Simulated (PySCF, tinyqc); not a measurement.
Inside a calculation. Method: RKS/LDA (VWN5) in the sto-3g basis, for H6, spin multiplicity 1. The lowest restricted solution is unstable here: a spin-polarised one lies 0.0006 hartree lower (PySCF). One step of it, computed by the program tinyqc.

Task: Iteration 1: diagonalisation and new density. Diagonalise F' = X^T F X, C = X C', fill 3 alpha and 3 beta electrons from the bottom; D = 2 C_occ C_occ^T; the new density keeps 0.5 of the old one (damping). Each column has its largest component positive (the first on a tie).

Kohn-Sham matrix F (hartree), lower triangle:
```
           1H 1s      2H 1s      3H 1s      4H 1s      5H 1s      6H 1s
1H 1s  -0.174297
2H 1s  -0.202387  -0.171920
3H 1s  -0.064924  -0.275459  -0.139650
4H 1s  -0.006952  -0.061977  -0.182681  -0.139650
5H 1s  -0.000856  -0.013177  -0.061977  -0.275459  -0.171920
6H 1s  -0.000027  -0.000856  -0.006952  -0.064924  -0.202387  -0.174297
```

X, lower triangle:
```
           1H 1s      2H 1s      3H 1s      4H 1s      5H 1s     6H 1s
1H 1s   1.058542
2H 1s  -0.222003   1.218157
3H 1s   0.047259  -0.373558   1.223934
4H 1s  -0.005540   0.053870  -0.251219   1.223934
5H 1s   0.001356  -0.012082   0.053870  -0.373558   1.218157
6H 1s  -0.000182   0.001356  -0.005540   0.047259  -0.222003  1.058542
```

D at the start, lower triangle:
```
           1H 1s      2H 1s      3H 1s      4H 1s     5H 1s     6H 1s
1H 1s   0.713179
2H 1s   0.433378   0.718173
3H 1s  -0.241038   0.401480   0.783752
4H 1s  -0.429758  -0.213624   0.350508   0.783752
5H 1s   0.165440  -0.155128  -0.213624   0.401480  0.718173
6H 1s   0.630973   0.165440  -0.429758  -0.241038  0.433378  0.713179
```

overlap S, lower triangle:
```
          1H 1s     2H 1s     3H 1s     4H 1s     5H 1s     6H 1s
1H 1s  1.000000
2H 1s  0.360555  1.000000
3H 1s  0.087922  0.540467  1.000000
4H 1s  0.006985  0.087922  0.360555  1.000000
5H 1s  0.000681  0.014500  0.087922  0.540467  1.000000
6H 1s  0.000015  0.000681  0.006985  0.087922  0.360555  1.000000
```

Give: F' = X^T F X; orbital energies; coefficients C; D after iteration 1.

Result:

F' = X^T F X (hartree), lower triangle:
```
         1        2        3        4        5        6
1  -0.1097
2  -0.1934   0.0653
3   0.0480  -0.3226   0.1093
4  -0.0084   0.0573  -0.2241   0.1093
5   0.0026  -0.0178   0.0573  -0.3226   0.0653
6  -0.0004   0.0026  -0.0084   0.0480  -0.1934  -0.1097
```

orbital energies (hartree): MO1 -0.3473, MO2 -0.2934, MO3 -0.1487, MO4 -0.0428, MO5 0.3188, MO6 0.6435

coefficients C:
```
          MO1      MO2      MO3      MO4      MO5      MO6
1H 1s  0.2212   0.3721   0.5955   0.6067  -0.4263   0.2834
2H 1s  0.3314   0.3931   0.0413  -0.3132   0.8314  -0.7877
3H 1s  0.3205   0.1928  -0.3707  -0.3937  -0.5338   0.9943
4H 1s  0.3205  -0.1928  -0.3707   0.3937  -0.5338  -0.9943
5H 1s  0.3314  -0.3931   0.0413   0.3132   0.8314   0.7877
6H 1s  0.2212  -0.3721   0.5955  -0.6067  -0.4263  -0.2834
```

D after iteration 1, lower triangle:
```
         1H 1s    2H 1s    3H 1s    4H 1s   5H 1s   6H 1s
1H 1s   0.8986
2H 1s   0.4609   0.6252
3H 1s  -0.1987   0.3674   0.6692
4H 1s  -0.4365  -0.0917   0.3782   0.6692
5H 1s   0.0344  -0.1206  -0.0917   0.3674  0.6252
6H 1s   0.5806   0.0344  -0.4365  -0.1987  0.4609  0.8986
```
